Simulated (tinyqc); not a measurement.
Inside a calculation: tight-binding t2g bands of a cubic perovskite. Values are carried at full precision from step to step, so a last printed digit may differ when a step is redone from the rounded ones.

Orbitals yz, zx, xy (X, Y, Z below) times spin. E_xy = Dt + 2t (2 - cos x - cos y) + 2 td (1 - cos z) + 4 t2 (1 - cos x cos y) with x = kx a and so on; yz and zx follow by cyclic change, without Dt. Spin-orbit term -(Dso/3) L.sigma + Dso/3 with (L_k)_ij = -i epsilon_kij in X, Y, Z: for Dt = 0 the quartet lies at 0 and the doublet at Dso.

Constants: hbar^2/2m0 = 3.80998211 eV angstrom^2.

Inputs chosen for the exercise (of the size met in SrTiO3 and KTaO3; the results hold for these values, not for the real material):
```
symbol  value            unit      meaning
t       0.257            eV        strong hopping
td      0.039            eV        weak hopping
t2      0                eV        diagonal hopping in the plane of the orbital
Dt      0.027            eV        shift of xy (tetragonal field or confinement)
k       (0.11, 0.18, 0)  2 pi/a    wave vector
Dso     0.406            eV        spin-orbit splitting at Gamma
a       3.974            angstrom  lattice constant
```

## Orbital energies

Evaluate the three bands without spin-orbit coupling.

energies (eV): yz 0.3130, zx 0.1627, xy 0.4401

## The Hamiltonian

Add the spin-orbit term; + and - are the spin along z.

H(k) (eV), lower triangle (Hermitian):
```
          yz+       zx+      xy+      yz-     zx-     xy-
yz+    0.4484
zx+  -0.1353i    0.2981
xy+         0         0   0.5754
yz-         0         0   0.1353   0.4484
zx-         0         0  0.1353i  0.1353i  0.2981
xy-   -0.1353  -0.1353i        0        0       0  0.5754
```

## Levels and orbital weights

Diagonalise; the levels are twofold; weights summed over spin and averaged over the pair.

levels (eV): 0.2095  0.3714  0.7410

weights:
```
    pair 1  pair 2  pair 3
yz   0.164   0.556   0.280
zx   0.803   0.043   0.153
xy   0.033   0.400   0.567
```

The lowest pair is 80 % zx.

## Light and heavy masses without spin-orbit coupling

Along an axis in the plane of the orbital m/m0 = c/((t + 2 t2) a^2), and normal to it c/(td a^2); c = hbar^2/2m0.

masses (m0): light 0.939, heavy 6.186

ratio heavy/light = 6.59

## Levels at Gamma

At k = 0 the j_z = 3/2 pair stays at 0, and the other two pairs are E = (Dso + Dt)/2 -/+ sqrt((Dso + Dt)^2/4 - 2 Dso Dt/3).

levels at Gamma (eV): 0.0000  0.0176  0.4154

## Checks

- Levels at Gamma from the formula against the matrix: they agree to 1e-10 or better.

Program tinyqc; command `OMP_NUM_THREADS=1 python tinyqc.py 1481330 1481331 out.jsonl`; about 0.01 s on one thread of a shared Intel(R) Xeon(R) Processor @ 2.30GHz.
